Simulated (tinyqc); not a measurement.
# Distribution of switching voltages from the rising branch

Problem. In a Preisach model that starts with all elements at -1, a rising voltage turns to +1 all elements whose up-switching voltage it has passed, and P = Ps (2 F - 1) with F their total weight; the last voltage saturates the film. Find Ps and the weight that switches in each interval, from 0 V up.

P on the way up (uC/cm^2): 0.5 V -27.297519, 1 V -3.724477, 1.5 V 23.043092, 2 V 37.000000

Solution. Each step of P divided by 2 Ps is the weight of that interval; the rising branch says nothing of the down-switching voltages.

Ps = 37.00 uC/cm^2
weights: 0.1311  0.3186  0.3617  0.1886

Computed by the program tinyqc: `OMP_NUM_THREADS=1 python tinyqc.py 2860065 2860066 out.jsonl`, one thread of a shared Intel Xeon 2.30GHz, about 0.01 s for the whole run.
